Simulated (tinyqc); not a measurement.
# Silicon n-p-n transistor, Gummel numbers and transit times: Cut-off frequency against collector current

One-dimensional n-p-n transistor in the forward active mode at low injection. In the base p(x) = NB exp(-eta x/wb) and ni(x)^2 = ni^2 exp((g0 + g1 x/wb)/Vt); electrons leave the base at vsat; band spikes at the emitter junction and recombination inside the emitter are ignored.

f(x) = p(x) ni^2/ni(x)^2; I(x) = integral from x to wb of f/Dn, plus f(wb)/vsat; base Gummel number GB = I(0); electron density per unit flux n/(J/q) = I/f; base transit time tauB = integral of I/f over the base. ni = sqrt(Nc Nv) exp(-Eg/(2 Vt)), Eg in volts; JC = J0 exp(VBE/Vt), J0 = q ni^2/GB; collector layer one-sided, Wc = sqrt(2 eps0 eps_r (Vbc + VCB)/(q NC)), Vbc = Vt ln(NB exp(-eta) NC/ni^2), Cjc = eps0 eps_r/Wc, tauC = Wc/(2 vsat). Delay 1/(2 pi fT) = tauE + tauB + tauC + tauR with tauE = Vt (Cj + Cjc)/JC and tauR = Rc Cjc. Charge stored in the emitter is left out. The Kirk effect, also left out, sets in near JC = q NC vsat. n(0) = (JC/q) I(0)/f(0).

Parameters, values chosen for the exercise; band and dielectric values close to those of silicon: temperature T = 350 K; band gap Eg = 1.14 eV; relative permittivity eps_r = 11.9; conduction-band density of states at T Nc = 3.48e19 cm^-3; valence-band density of states at T Nv = 3.34e19 cm^-3; saturation velocity vsat = 1.01e7 cm/s; neutral base width wb = 370 nm; base doping at the emitter edge NB = 2.1e18 cm^-3; doping falls as exp(-eta x/wb) eta = 3.5; gap reduction at the emitter edge of the base g0 = 0 eV; further gap reduction across the base (linear) g1 = 0 eV; electron diffusion coefficient in the base Dn = 11 cm^2/s; collector doping NC = 1.3e16 cm^-3; collector-base reverse bias VCB = 0.3 V; emitter junction capacitance Cj = 1.1 fF/um^2; emitter plus collector resistance Rc = 6.5 ohm um^2.

Constants: q = 1.602176634e-19 C, kB = 1.380649e-23 J/K, Vt = kB T/q, eps0 = 8.8541878128e-14 F/cm where lengths are in cm. Results are converted to the units shown.

The same in every row: tauB (ps) = 26.72; tauC (ps) = 1.585; tauR (ps) = 0.002139.

Results:
```
JC (mA/um^2),VBE (V),tauE (ps),fT (GHz),JC/(q NC vsat),n(0)/NB
0.0007,0.7142,61.58,1.771,0.003328,1.945e-4
0.0032,0.7600,13.47,3.810,0.01521,8.893e-4
0.0069,0.7832,6.247,4.606,0.03280,0.001918
0.015,0.8066,2.874,5.104,0.07130,0.004168
0.032,0.8294,1.347,5.367,0.1521,0.008893
0.069,0.8526,0.6247,5.501,0.3280,0.01918
0.15,0.8760,0.2874,5.566,0.7130,0.04168
0.32,0.8989,0.1347,5.596,1.521,0.08893
```

Estimate the missing row, JC = 0.0015 mA/um^2.

Computed row:
```
JC (mA/um^2),VBE (V),tauE (ps),fT (GHz),JC/(q NC vsat),n(0)/NB
0.0015,0.7371,28.74,2.790,0.007130,4.168e-4
```

With this row back in the table: fT rises from 1.77 to 5.60 GHz as the charging time falls as 1/JC; its limit for vanishing tauE is 5.62 GHz, of which the largest delay is tauB (94.4 %). tauE equals the other delays together at JC = 0.00152 mA/um^2. For JC = 0.15, 0.32 JC nears or passes q NC vsat, where base push-out would lower fT.

Range of the model: Heavy doping makes emitter or base degenerate; gE and g0 are to be read as apparent gap changes that include this.

Numbers from tinyqc (`OMP_NUM_THREADS=1 python tinyqc.py 2320042 2320043 out.jsonl`; about 0.01 s on one thread of a shared Intel Xeon 2.30GHz).
